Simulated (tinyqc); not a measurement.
Band edges of strained Si(1-x)Ge(x) on relaxed Si(1-y)Ge(y): sweeps and comparisons. A value that a table varies takes the place of the one given here.

Values are linear in the Ge fraction but for ED(x) = linear - CD x (1 - x) and a(x) = linear - Ca x (1 - x). Energies are on the common scale of Ev.

Coherent growth on a (001) face: e_par = (a(y) - a(x))/a(x), e_perp = -2 (C12/C11) e_par; exx = eyy = e_par, ezz = e_perp, no shear.

A valley with unit axis u lies at Ev + gap + (av + a_valley) tr(e) + Xu (u.e.u - tr(e)/3); the Delta axes are x, y, z and the L axes [111], [1-1-1], [-11-1], [-1-11]. The second-order shift of the Delta valleys under shear is left out; it lowers the pair normal to the sheared plane by tens of meV at a shear of 1 %.

Valence edges: Ev plus the levels of the 6 x 6 matrix of X, Y, Z times spin with -Dso/3 + l exx + m (eyy + ezz) on the diagonal (cyclic), n exy off it, l = av + 2 b, m = av - b, n = sqrt(3) d. Spin-orbit term (Dso/3) L.sigma on X, Y, Z with (L_k)_ij = -i epsilon_kij: <X+|H|Y+> = -i Dso/3, <X+|H|Z-> = Dso/3, <Y+|H|Z-> = -i Dso/3, <Z+|H|X-> = -Dso/3, <Z+|H|Y-> = i Dso/3, <X-|H|Y-> = i Dso/3, and their conjugates; + and - are the spin along z.

Coherent growth: e_par = (a(y) - a(x))/a(x). (001): e_perp = -2 (C12/C11) e_par; exx = eyy = e_par, ezz = e_perp, no shear. (111): e_perp = -(2 C11 + 4 C12 - 4 C44)/(C11 + 2 C12 + 4 C44) e_par; exx = eyy = ezz = (2 e_par + e_perp)/3 and exy = eyz = ezx = (e_perp - e_par)/3. (110): e_perp = -(C11 + 3 C12 - 2 C44)/(C11 + C12 + 2 C44) e_par; exx = eyy = (e_par + e_perp)/2, ezz = e_par, exy = (e_perp - e_par)/2, eyz = ezx = 0.

Parameters, chosen for this exercise (end members near Si and Ge, in this order; the results hold for these values, not for the real material):

| symbol | value | unit | meaning |
|---|---|---|---|
| a | (5.435, 5.666) | angstrom | lattice constant |
| Dso | (0.044, 0.29) | eV | spin-orbit splitting |
| av | (2.44, 1.24) | eV | valence hydrostatic potential |
| b | (-2.09, -2.58) | eV | tetragonal shear potential |
| d | (-4.73, -5.27) | eV | trigonal shear potential |
| C11 | (165.2, 127.3) | GPa |  |
| C12 | (63.4, 48.9) | GPa |  |
| C44 | (80.4, 67) | GPa |  |
| Ev | (0, 0.62) | eV | top of the unstrained valence band |
| ED | (1.163, 0.917) | eV | gap to the Delta valleys |
| EL | (2.018, 0.738) | eV | gap to the L valleys |
| aD | (1.55, 1.37) | eV | hydrostatic potential of the Delta gap |
| aL | (-3.21, -2.92) | eV | hydrostatic potential of the L gap |
| XuD | (8.93, 9.62) | eV | uniaxial potential, Delta |
| XuL | (16.47, 15.71) | eV | uniaxial potential, L |
| CD | 0.196 | eV | bowing of the Delta gap |
| Ca | 0.024 | angstrom | bowing of the lattice constant |
| face | 001 |  | growth face |
| y | 0.56 |  | Ge fraction of the relaxed buffer |
| x | 0.11 |  | Ge fraction of the layer |

## Composition of the layer

The buffer is kept. dEc = Ec(buffer) - Ec(layer), dEv = Ev(layer) - Ev(buffer); buffer edges Ev(y) and Ev(y) + min(ED, EL). The digit behind Delta or L counts whole valleys.

Results:

| x | e_par (%) | lowest valleys | gap (eV) | next valleys above (meV) | valence splitting (meV) | dEc (eV) | dEv (eV) |
|---|---|---|---|---|---|---|---|
| 0.01 | 2.23 | Delta2 | 0.814 | 353 | 234 | 0.285 | -0.123 |
| 0.15 | 1.68 | Delta2 | 0.846 | 268 | 172 | 0.231 | -0.099 |
| 0.29 | 1.12 | Delta2 | 0.886 | 180 | 110 | 0.164 | -0.073 |
| 0.43 | 0.54 | Delta2 | 0.932 | 89 | 50 | 0.085 | -0.040 |
| 0.58 | -0.08 | Delta4 | 0.963 | 14 | 7 | 0.000 | 0.014 |
| 0.72 | -0.68 | Delta4 | 0.867 | 113 | 50 | -0.006 | 0.115 |
| 0.86 | -1.28 | Delta4 | 0.777 | 130 | 85 | -0.020 | 0.221 |
| 1.00 | -1.90 | Delta4 | 0.691 | 29 | 116 | -0.044 | 0.330 |

What does this show, and why?

The gap is 0.814 eV in the first row and 0.691 eV in the last, with its largest listed value, 0.963 eV, at x = 0.58. The lowest valleys change: Delta2 to Delta4 between x = 0.43 and 0.58. Per 0.1 of x the valence offset moves by +46 meV on average; the conduction offset lies between -44 and +285 meV. Electrons and holes sit on opposite sides in every row (type II). Offsets below about 30 meV are within the spread of parameter sets, so those rows do not settle the type. Strains above 2 % can be kept only in layers of a few nanometres.

## Composition of the buffer

The layer is kept. dEc = Ec(buffer) - Ec(layer), dEv = Ev(layer) - Ev(buffer); buffer edges Ev(y) and Ev(y) + min(ED, EL). The digit behind Delta or L counts whole valleys.

Results:

| y | e_par (%) | lowest valleys | gap (eV) | next valleys above (meV) | valence splitting (meV) | dEc (eV) | dEv (eV) |
|---|---|---|---|---|---|---|---|
| 0.00 | -0.42 | Delta4 | 1.070 | 67 | 24 | 0.020 | 0.072 |
| 0.09 | -0.08 | Delta4 | 1.108 | 12 | 6 | 0.003 | 0.013 |
| 0.19 | 0.31 | Delta2 | 1.074 | 50 | 27 | 0.037 | -0.025 |
| 0.28 | 0.67 | Delta2 | 1.020 | 107 | 63 | 0.083 | -0.049 |
| 0.38 | 1.08 | Delta2 | 0.957 | 172 | 107 | 0.138 | -0.071 |
| 0.47 | 1.46 | Delta2 | 0.897 | 232 | 148 | 0.191 | -0.089 |
| 0.57 | 1.88 | Delta2 | 0.829 | 300 | 195 | 0.254 | -0.108 |
| 0.66 | 2.27 | Delta2 | 0.766 | 362 | 239 | 0.315 | -0.124 |

How do the results move?

The gap is 1.070 eV in the first row and 0.766 eV in the last, with its largest listed value, 1.108 eV, at y = 0.09: it peaks near the match y = x, since strain of either sign narrows it. The lowest valleys change: Delta4 to Delta2 between y = 0.09 and 0.19. Per 0.1 of y the valence offset moves by -30 meV on average; the conduction offset lies between +3 and +315 meV, not monotonically. Both carriers sit on one side for y = 0.00 and 0.09, and on opposite sides elsewhere. Offsets below about 30 meV are within the spread of parameter sets, so those rows do not settle the type. Strains above 2 % can be kept only in layers of a few nanometres.

## The same layer on three faces

dEc = Ec(buffer) - Ec(layer), dEv = Ev(layer) - Ev(buffer); buffer edges Ev(y) and Ev(y) + min(ED, EL). The digit behind Delta or L counts whole valleys.

Results:

| face | e_par (%) | lowest valleys | gap (eV) | next valleys above (meV) | valence splitting (meV) | dEc (eV) | dEv (eV) | Delta spread (meV) | L spread (meV) |
|---|---|---|---|---|---|---|---|---|---|
| (001) | 1.84 | Delta2 | 0.836 | 293 | 190 | 0.247 | -0.106 | 293 | 0 |
| (111) | 1.84 | Delta6 | 1.036 | 338 | 198 | 0.028 | -0.086 | 0 | 381 |
| (110) | 1.84 | Delta4 | 0.993 | 124 | 193 | 0.074 | -0.091 | 124 | 300 |

What does this show?

On (001) only the Delta valleys split (293 meV), on (111) only the L valleys (381 meV), on (110) both (124 and 300 meV). The lowest valleys are Delta2 on (001), Delta6 on (111) and Delta4 on (110); the smallest gap is 0.836 eV on (001) and the largest 1.036 eV on (111).

## What each parameter does

dEc = Ec(buffer) - Ec(layer), dEv = Ev(layer) - Ev(buffer); buffer edges Ev(y) and Ev(y) + min(ED, EL). Each row changes one parameter from the base and keeps the others.

Results:

| case | gap (eV) | valence splitting (meV) | dEc (eV) | dEv (eV) |
|---|---|---|---|---|
| base | 0.8358 | 190.1 | 0.2474 | -0.1063 |
| x = 0.14 | 0.8432 | 176.7 | 0.2349 | -0.1011 |
| y = 0.59 | 0.8151 | 204.5 | 0.2671 | -0.1117 |
| CD = 0.246 eV | 0.8309 | 190.1 | 0.2400 | -0.1063 |
| Ev = (0, 0.713) eV | 0.8358 | 190.1 | 0.2892 | -0.1481 |
| XuD = (10.269, 11.063) eV | 0.8065 | 190.1 | 0.2767 | -0.1063 |
| aD = (1.782, 1.576) eV | 0.8410 | 190.1 | 0.2422 | -0.1063 |
| Dso = (0.051, 0.333) eV | 0.8380 | 187.9 | 0.2474 | -0.1085 |
| aL = (-3.691, -3.358) eV | 0.8358 | 190.1 | 0.2474 | -0.1063 |

How do the results move?

The largest shifts from the base row, up to three for each result and ties (the steps differ in size, so this ranks the rows, not the parameters). gap (eV): XuD -0.0293, y -0.0208, x +0.0074; unchanged at the printed digits by Ev and aL. valence splitting (meV): y +14.4, x -13.4, Dso -2.2; unchanged at the printed digits by CD, Ev, XuD, aD and aL. dEc (eV): Ev +0.0418, XuD +0.0293, y +0.0197; unchanged at the printed digits by Dso and aL. dEv (eV): Ev -0.0418, y -0.0054, x +0.0051; unchanged at the printed digits by CD, XuD, aD and aL. The lowest valleys of the layer are Delta2, so among the conduction-band potentials only those of that family reach the gap and dEc; the buffer is unstrained. A shift large enough to swap the lowest family would change that.

tinyqc: `OMP_NUM_THREADS=1 python tinyqc.py 1050347 1050348 out.jsonl`; about 0.01 s, one thread, shared Intel(R) Xeon(R) Processor @ 2.30GHz.
